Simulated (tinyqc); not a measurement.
Isothermal kinetics: hydrogen passivation and dissociation of interface defects with a spread of activation energies. Computed by tinyqc, a small Python program. Command: `OMP_NUM_THREADS=1 python tinyqc.py 3024024 3024025 out.jsonl passivation walk`. One thread of a shared host (Intel(R) Xeon(R) Processor @ 2.30GHz), about 0.01 s of CPU time with the checks.

Active defects P react as P + H2 -> HP + H and HP -> P + H; released atomic hydrogen is removed. All defects start active. Activation energies are normally distributed, independently for the two reactions.

Inputs (values chosen for the exercise, for a model interface): mean passivation energy E_f = 1.58 eV; spread s_f = 0.051 eV; prefactor k_f0 = 7.1e-08 cm^3/s; mean dissociation energy E_d = 2.94 eV; spread s_d = 0.058 eV; prefactor k_d0 = 1.7e+13 1/s; dissolved hydrogen [H2] = 2.7e+18 cm^-3; anneal temperature T = 750 K; anneal time t = 1800 s.

Ambient: hydrogen.

Constants: k_B = 8.617333262e-05 eV/K.

Method:
- a = k_f0 [H2] exp(-E_f/k_B T), b = k_d0 exp(-E_d/k_B T); the active share of one kind of site is b/(a + b) + (a/(a + b)) exp(-(a + b) t).
- Full average: z from -5 to 5 in steps of 0.125 with normalised weights exp(-z^2/2), energy = mean + spread x z, over both energies.
- Times are decades about 1/(a + b) of the mean site. The last column is the part of the change still to come; rows stop once it is below 1e-5.

dissociation rate b = 2.98207e-07 1/s

passivation rate a = 4.62902 1/s

Against time:
```
t (s)     active share, single energy  active share, spread  unreacted part
2.00e-04                   9.9907e-01               0.99874         0.99874
2.00e-03                   9.9078e-01               0.98751         0.98751
2.00e-02                   9.1158e-01               0.88666         0.88666
2.00e-01                   3.9621e-01               0.39789         0.39789
2.00e+00                   9.5406e-05               0.01361         0.01361
```

What follows from these numbers?

A single energy finishes within about two decades of time. With the spread the unreacted part is 0.99 at 0.002 s and still 0.014 at 2 s, where one energy leaves 9.5e-5: a width of s/k_B T = 0.79 in ln(rate) stretches the decay only mildly.
